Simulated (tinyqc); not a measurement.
Vertical double-diffused power MOSFET, components of the on-resistance: one step of the calculation.

Stripe cells of pitch Wp + a, two channels a cell. Current flows through the channels, spreads in the accumulation layer, passes the gap between the p bodies and spreads at 45 degrees into the drift layer below them. Low drain voltage, full ionisation.

Question. Components of the on-resistance. Pitch p = Wp + a, Cox = 3.9 eps0/tox; zero-bias depletion in the gap w0 = sqrt(2 eps0 eps_r Vbi/(q N Nj)), open gap g = a - 2 w0; R_ch = Lc p/(2 mch Cox Vov); R_acc = 0.6 a p/(4 mac Cox Vov), 0.6 being an empirical factor for current leaving the layer along its length; R_gap = (rho/Nj) xp p/g; spreading depth t = min(W, (p - g)/2); R_drift = (rho p/2) ln((g + 2 t)/g) + rho (W - t); R_on = the sum with Rs.

Parameters, values chosen for the exercise; bulk values close to those of 4H silicon carbide:

| symbol | value | unit | meaning |
|---|---|---|---|
| eps_r | 9.7 |  | relative permittivity |
| tox | 39 | nm | gate oxide thickness (eps_r 3.9) |
| Vov | 11 | V | gate overdrive |
| mch | 33 | cm^2/(V s) | channel mobility |
| mac | 150 | cm^2/(V s) | accumulation-layer mobility |
| Lc | 1.2 | um | channel length |
| Wp | 6.2 | um | width of the p body in one cell, channels included |
| a | 2.1 | um | gap between neighbouring p bodies |
| xp | 0.8 | um | depth of the p body |
| Nj | 3 |  | doping of the gap over the drift doping |
| Vbi | 2.79 | V | built-in voltage of the body junction |
| Rs | 0.077 | mohm cm^2 | substrate and contact resistance |

Constants: q = 1.602176634e-19 C, eps0 = 8.8541878128e-14 F/cm where lengths are in cm. Results are converted to the units shown.

drift doping N = 2.0081153e16 cm^-3
drift thickness W = 6.9318151 um
electron mobility mu at T = 309.32331 cm^2/(V s)
drift resistivity rho = 1.0048201 ohm cm

Wanted: w0; g; components; R_on; shares.

Answer.

w0 = 0.22283 um
g = 1.6543 um
components (mohm cm^2): channel 1.5494, accumulation 0.17896, gap 0.13443, drift 1.0352, substrate 0.077000
R_on = 2.9750 mohm cm^2
shares (%): channel 52.081, accumulation 6.015, gap 4.519, drift 34.796, substrate 2.588

The channel term is the largest. R_on is 4.27 times the ideal drift resistance rho W, and spreading raises the drift term to 1.49 times it.

Program tinyqc, `OMP_NUM_THREADS=1 python tinyqc.py 2230139 2230140 out.jsonl`; Intel Xeon 2.30GHz, shared host, one thread, about 0.01 s.
